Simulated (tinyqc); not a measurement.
# Ballistic Schottky-barrier transistor with a one-dimensional channel, WKB contacts: effects of single changes

Source Fermi level 0, drain Fermi level -Vd. Far from the contacts Ec = pn - psi, and the gate moves psi one to one; the band edges relax as exp(-x/lam) from pn at the source and pn - Vd at the drain; Ev = Ec - Eg. A carrier of energy w inside the channel band meets at a contact a barrier of height D (the contact edge beyond the channel edge): T = 1 for w >= D, else exp(-S), S = 4 lam sqrt(m/C) [sqrt(D - w) - sqrt(w) arctan sqrt((D - w)/w)], C = hbar^2/(2 m0). The two contacts combine as Ts Td/(Ts + Td - Ts Td).

Values chosen for this exercise; channel values close to those of a silicon nanowire with silicide contacts:
```
symbol  value  unit                                 meaning
T         350     K                             temperature
Eg       1.12    eV                                band gap
pn       0.78    eV  barrier for electrons at both contacts
mn        0.2    m0                           electron mass
mp       0.25    m0                               hole mass
g           2                           valleys or subbands
lam       1.2    nm        screening length at the contacts
Vd        0.7     V                              drain bias
```

Constants: q = 1.602176634e-19 C, kB = 1.380649e-23 J/K, hbar = 1.054571817e-34 J s, h = 6.62607015e-34 J s, m0 = 9.1093837015e-31 kg, Vt = kB T/q, hbar^2/(2 m0) = 0.0380998212 eV nm^2. Results are converted to the units shown.

Each table varies one quantity; the others keep the values above.

## Barrier height from the temperature dependence

I = g (2 q^2/h) int T(w) [f(Es + w) - f(Ed + w)] dw, f(y) = 1/(1 + exp(y/Vt)). Electrons: Ds = psi, Dd = psi - Vd, Es = Ec, Ed = Ec + Vd. Holes: Ds = -psi, Dd = Vd - psi, Es = -Ev, Ed = -Ev - Vd. The size of each current is taken; both flow from drain to source and add. The integrals are converged. The apparent barrier is -d ln(I_e/T^1)/d(q/kB T), taken between T - 10 K and T + 10 K for the electron current.

Barrier height from the temperature dependence:

| ps (V) | electrons (uA) | Ec (eV) | apparent barrier (eV) |
|---|---|---|---|
| -0.25 | 6.89e-15 | 1.03 | 1.03 |
| -0.18 | 7.02e-14 | 0.96 | 0.96 |
| -0.11 | 7.15e-13 | 0.89 | 0.89 |
| -0.04 | 7.28e-12 | 0.82 | 0.82 |
| 0 | 2.74e-11 | 0.78 | 0.78 |
| 0.1 | 2.63e-10 | 0.68 | 0.70 |
| 0.17 | 1.25e-9 | 0.61 | 0.64 |
| 0.24 | 6.42e-9 | 0.54 | 0.58 |
| 0.31 | 3.49e-8 | 0.47 | 0.51 |
| 0.38 | 2.00e-7 | 0.40 | 0.45 |
| 0.45 | 1.19e-6 | 0.33 | 0.38 |

For psi < 0 the channel edge is the highest point, and the apparent barrier follows Ec one to one (1.03 eV against 1.03). At flat band it is 0.780 eV (psi = 0 V), near pn = 0.78 eV. Beyond, the top stays at pn but tunnelling lowers the apparent value to 0.378 eV in the last row, so only the point where the line bends gives the true barrier.

## Ambipolar transfer curve

Same model as above.

Swing = d(psi)/d(log10 I).

Ambipolar transfer curve:

| ps (V) | electrons (uA) | holes (uA) | I (uA) | swing (mV/decade) |
|---|---|---|---|---|
| -0.27 | 3.551e-15 | 8.952 | 8.952 | -968.4 |
| -0.16 | 1.362e-13 | 6.681 | 6.681 | -772.2 |
| -0.05 | 5.226e-12 | 4.593 | 4.593 | -590.1 |
| 0.06 | 1.103e-10 | 2.771 | 2.771 | -424.4 |
| 0.17 | 1.254e-9 | 1.329 | 1.329 | -279.2 |
| 0.27 | 1.318e-8 | 0.4642 | 0.4642 | -172.1 |
| 0.38 | 1.997e-7 | 0.06656 | 0.06656 | -106.9 |
| 0.49 | 3.343e-6 | 0.005626 | 0.005630 | -103.0 |
| 0.6 | 6.024e-5 | 5.210e-4 | 5.812e-4 | -144.2 |
| 0.71 | 0.001132 | 4.265e-5 | 0.001174 | 94.61 |
| 0.82 | 0.01633 | 1.112e-6 | 0.01633 | 112.8 |
| 0.93 | 0.09521 | 2.898e-8 | 0.09521 | 185.6 |

What does the table show?

I goes from 8.95 through a minimum of 5.81e-4 (at ps = 0.6 V among the rows listed) to 0.0952 uA; the exact minimum lies at psi = 0.640 V. Holes carry the left branch and electrons the right. The ratio of the last row to the smallest is 164 and of the first row 15400, with barriers of 0.78 eV for electrons and 0.340 eV for holes. The steepest swing among the rows is 94.6 mV/decade, against the thermionic limit 69.4.

Range of the model: No scattering, image-force lowering, channel charge or band-to-band tunnelling; parabolic kappa overstates S deep in the gap.

Program tinyqc, `OMP_NUM_THREADS=1 python tinyqc.py 2390008 2390009 out.jsonl`; Intel Xeon 2.30GHz, shared host, one thread, about 0.04 s.
